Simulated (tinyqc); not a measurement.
Input admittance of a MOSFET at zero drain bias: distributed channel and distributed gate: one step of the calculation.

Source and drain grounded, strong inversion, w = 2 pi f, Cox = eps0 eox/tox. The channel is an RC line of resistance 1/(mu Cox Vo) per square fed from both ends, so one finger has the intrinsic admittance y = i w Cox L tanh(g)/g per width, g = (1/2) sqrt(i w tau), tau = L^2/(mu Vo). The vertical resistance rv/L is in series with y, the overlaps 2 i w Cov in parallel: y_t = 1/(1/y + rv/L) + 2 i w Cov. The gate strip is a line of Rsh/L per length loaded by y_t, so a finger has Y = y_t Wf tanh(k)/k, k = (Wf/sd) sqrt(y_t Rsh/L); the device has Nf Y.

Task. Low-frequency resistances and capacitance. Low-frequency limits, with c = Cox L and ct = c + 2 Cov: R_strip = Rsh Wf/(3 sd^2 L Nf), R_ch = (c/ct)^2 L/(12 mu Cox Vo Wf Nf), R_vert = (c/ct)^2 rv/(L Wf Nf), C = ct Wf Nf.

Inputs (values chosen for the exercise); values of the order met in silicon radio-frequency transistors: relative permittivity of the gate insulator (close to silicon dioxide) eox = 3.9; insulator thickness tox = 2 nm; channel length L = 0.075 um; finger width Wf = 6.1 um; number of fingers Nf = 32; channel mobility mu = 310 cm^2/(V s); gate overdrive Vo = 0.75 V; sheet resistance of the gate Rsh = 36 ohm/square; vertical resistivity of the gate stack rv = 6.4 ohm um^2; number of ends at which a finger is contacted sd = 2; overlap and fringe capacitance on each side Cov = 0.37 fF/um.

Constants: eps0 = 8.8541878128e-14 F/cm where lengths are in cm. Results are converted to the units shown.

Find: parts; sum; C; 1/(2 pi R C).

Result.

parts (ohm): strip 7.6250, channel 0.032299, vertical 0.17702
sum = 7.8343 ohm
C = 397.22 fF
1/(2 pi R C) = 51.144 GHz

The strip term is the largest, 97.3 % of the sum.

Numbers from tinyqc (`OMP_NUM_THREADS=1 python tinyqc.py 2262193 2262194 out.jsonl`; about 0.01 s on one thread of a shared Intel Xeon 2.30GHz).
